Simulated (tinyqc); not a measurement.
# Changing the edge of the cubic cell L

Model: correction of a charged-defect supercell by a model charge and potential alignment (plane-averaged potentials). Computed by tinyqc, a small Python program. Command: `OMP_NUM_THREADS=1 python tinyqc.py 3113056 3113057 out.jsonl align sweep`. One thread of a shared host (Intel(R) Xeon(R) Processor @ 2.30GHz), about 0.02 s of CPU time with the checks.

The "true" defect charge is (1 - x) q in a Gaussian of width sigma plus x q in one of width sigma_t, so the exact answer is known; the correction sees only a single model Gaussian of width sigma_m. A Gaussian of width s has the transform rho(G) = exp(-G^2 s^2/2), normalised to 1. A uniform background cancels q, so G = 0 is left out. Potentials are those felt by a unit positive charge. E_0 is the formation energy of the isolated defect, E_cell its value in the supercell, E_lat = E_iso - E_per of the model charge, C the true less the model potential far from the defect; the exact correction is E_0 - E_cell, and the error of a scheme is E_cell plus its correction less E_0.

Inputs (values chosen for the exercise, with screening close to that of GaN): defect charge q = -2 e; dielectric constant eps = 9.56; width sigma of the true defect charge = 1.7 angstrom; width sigma_m of the model charge = 1.3 angstrom; share x of the charge in a wide tail = 0; width sigma_t of the tail = 2.8 angstrom; formation energy of the isolated defect E_0 = 2.63 eV.

Constants: e^2/(4 pi eps_0) = 14.39964548 eV angstrom.

Method:
- Periodic energy E_per = (2 pi q^2/(eps L^3)) (e^2/(4 pi eps_0)) sum_(G != 0) rho(G)^2/G^2, G = (2 pi/L)(n1, n2, n3), |n_i| <= 16. Isolated energy: two Gaussians of charges q_a, q_b and widths a, b interact by q_a q_b (e^2/(4 pi eps_0 eps)) sqrt(2/pi)/sqrt(a^2 + b^2), and the self-energy is half the sum over pairs.
- Supercell value E_cell = E_0 + E_per - E_iso for the true charge.
- E_lat = E_iso - E_per for the model charge; point-charge value alpha q^2 e^2/(4 pi eps_0 eps 2 L) with alpha = 2.837297.
- Plane-averaged potential at distance z from the defect: V(z) = (4 pi q/(eps L^3)) (e^2/(4 pi eps_0 e)) sum_(m != 0) rho(G_m) cos(G_m z)/G_m^2, G_m = 2 pi m/L, |m| <= 40.
- C = difference at z = L/2; E_corr = E_cell + E_lat - q C. For charges that have died out at L/2, C = (2 pi q/(eps L^3)) (e^2/(4 pi eps_0 e)) (<s^2> - sigma_m^2), <s^2> = (1 - x) sigma^2 + x sigma_t^2.

One run for each value; columns: (1) edge of the cubic cell L (angstrom); (2) exact correction (eV); (3) error with the point-charge term alone (meV); (4) alignment C (V); (5) error with alignment (rounded to 1e-4 meV) (meV):
```
(1)       (2)     (3)        (4)     (5)
12.6  0.62367  54.691  -0.011334  0.0406
16.2  0.50188  25.733  -0.005342  0.0002
18.0  0.45609  18.759  -0.003895  0.0000
19.8  0.41759  14.094  -0.002926  0.0000
21.6  0.38485  10.856  -0.002254  0.0000
23.4  0.35673   8.538  -0.001773  0.0000
25.2  0.33234   6.836  -0.001419  0.0000
```

Give the missing row, edge of the cubic cell L (angstrom) = 14.4.

Computed row; columns: (1) edge of the cubic cell L (angstrom); (2) exact correction (eV); (3) error with the point-charge term alone (meV); (4) alignment C (V); (5) error with alignment (rounded to 1e-4 meV) (meV):
```
(1)       (2)     (3)        (4)     (5)
14.4  0.55692  36.639  -0.007605  0.0030
```

Interpolating between the two neighbouring rows (linearly) misses most in error with alignment (rounded to 1e-4 meV) (meV), by a factor of 6.8. Over the rows, exact correction (eV) falls from 0.624 to 0.332 (exponent d ln y / d ln x -0.85 between the first rows and -0.96 between the last); error with the point-charge term alone (meV) falls from 54.7 to 6.84 (exponent d ln y / d ln x about -3.0 throughout); alignment C (V) rises from -0.0113 to -0.00142 (exponent d ln y / d ln x about -3.0 throughout). At the high end the exponent of exact correction is -0.96, close to -1: the point-charge term. The exponent of error with the point-charge term alone stays at -3: the next term after the point charge. The exponent of alignment C stays between -3.00 and -2.99, near -3: a second moment over the volume.
